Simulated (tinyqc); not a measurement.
Decay of LO phonons and the hot-phonon bottleneck in the cooling of electrons. Changing the lattice temperature T. Computed by tinyqc, a small Python program. Command: `OMP_NUM_THREADS=1 python tinyqc.py 3025113 3025114 out.jsonl hotphonon sweep`. One thread of a shared host (Intel(R) Xeon(R) Processor @ 2.30GHz), about 0.01 s of CPU time with the checks.

n(E, T) = 1/(exp(E/(k_B T)) - 1) is the Bose occupation. Electrons have a temperature T_e; the LO modes within their reach share one occupation N; the decay products stay at the lattice temperature.

Inputs (values chosen for the exercise, modelled on gallium arsenide): LO energy hbar omega = 36 meV; lifetime at T = 0, tau_0 = 6.8 ps; share f of the energy in the softer product = 0.41.

Decay channel: two unequal phonons (Ridley).

Constants: k_B = 8.617333262e-05 eV/K; c = 299792458 m/s.

Method. Decay rate 1/tau = (1/tau_0) [1 + n(f hbar omega) + n((1 - f) hbar omega)]. Full width Gamma = 1/(2 pi c tau) in 1/cm, c in cm/s.

One run for each value:

| lattice temperature T (K) | Raman width Gamma (1/cm) | phonon lifetime tau (ps) | equilibrium LO occupation N_0 | thermal factor tau_0/tau |
|---|---|---|---|---|
| 20 | 0.781 | 6.799 | 8.480e-10 | 1.000 |
| 31 | 0.784 | 6.771 | 1.404e-06 | 1.004 |
| 47 | 0.806 | 6.588 | 1.380e-04 | 1.032 |
| 71 | 0.883 | 6.015 | 2.791e-03 | 1.130 |
| 110 | 1.082 | 4.906 | 2.293e-02 | 1.386 |
| 170 | 1.469 | 3.614 | 9.368e-02 | 1.882 |
| 250 | 2.039 | 2.604 | 2.316e-01 | 2.611 |
| 390 | 3.082 | 1.722 | 5.211e-01 | 3.948 |
| 590 | 4.604 | 1.153 | 9.708e-01 | 5.897 |
| 900 | 6.983 | 0.760 | 1.693e+00 | 8.945 |

Over the rows, Raman width Gamma (1/cm) rises from 0.781 to 6.98 (exponent d ln y / d ln x 0.0095 between the first rows and 0.99 between the last); phonon lifetime tau (ps) falls from 6.80 to 0.760 (exponent d ln y / d ln x -0.0095 between the first rows and -0.99 between the last); equilibrium LO occupation N_0 rises from 8.48e-10 to 1.69 (exponent d ln y / d ln x 17 between the first rows and 1.3 between the last). At the low end the exponent of Raman width Gamma is 0.01, close to 0: spontaneous decay alone. The width is flat while k_B T is small against the energy of the softer product, and then grows with the occupation of the products.
